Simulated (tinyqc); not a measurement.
Q-state Potts model on a small periodic square lattice: enumeration, Metropolis, heat-bath and Wolff steps: one step, computed by the program tinyqc. Command: `OMP_NUM_THREADS=1 python tinyqc.py 3114362 3114363 out.jsonl potts walk`. One thread of a shared host (Intel(R) Xeon(R) Processor @ 2.30GHz), about 0.08 s of CPU time with the checks.

E = -J x (number of nearest-neighbour bonds with equal states); n x n sites with periodic edges have 2 n^2 bonds. Order parameter m = (q f - 1)/(q - 1), f being the largest share of one state. Sites are numbered row by row from 0. Here q = 3 and n = 3.

Task: Eight single-site steps. Site = floor(r1 n^2). State c is drawn with probability exp(K k_c)/sum exp(K k), k_c the number of neighbours in state c: the first c whose cumulative probability reaches r2; r3 is not used.

Inputs (values chosen for the exercise, for a model of domains or grain orientations): temperature T = 597 K.

Update: heat bath.

start states:
```
[[2, 0, 2],
 [1, 2, 1],
 [1, 2, 1]]
```

random numbers, one row a step:
```
[[0.6268, 0.8354, 0.4059],
 [0.9996, 0.3716, 0.4478],
 [0.7099, 0.5348, 0.0388],
 [0.8455, 0.8372, 0.1664],
 [0.0728, 0.7200, 0.9823],
 [0.7859, 0.9548, 0.7167],
 [0.0566, 0.8784, 0.6244],
 [0.1870, 0.0767, 0.0194]]
```

K = 0.9135885

Give: the table «Steps» with the columns old, neighbours in each state, P(old), P(new), new; states afterwards.

Result:

Steps:
```
site  old  neighbours in each state  P(old)  P(new)  new
5       1                     0 2 2  0.4628  0.4628    2
8       1                     0 1 3  0.1313  0.8161    2
6       1                     0 1 3  0.1313  0.8161    2
7       2                     1 0 3  0.8161  0.8161    2
0       2                     1 1 2  0.5549  0.5549    2
7       2                     1 0 3  0.8161  0.8161    2
0       2                     1 1 2  0.5549  0.5549    2
1       0                     0 0 4  0.0246  0.9508    2
```

states afterwards:
```
[[2, 2, 2],
 [1, 2, 2],
 [2, 2, 2]]
```
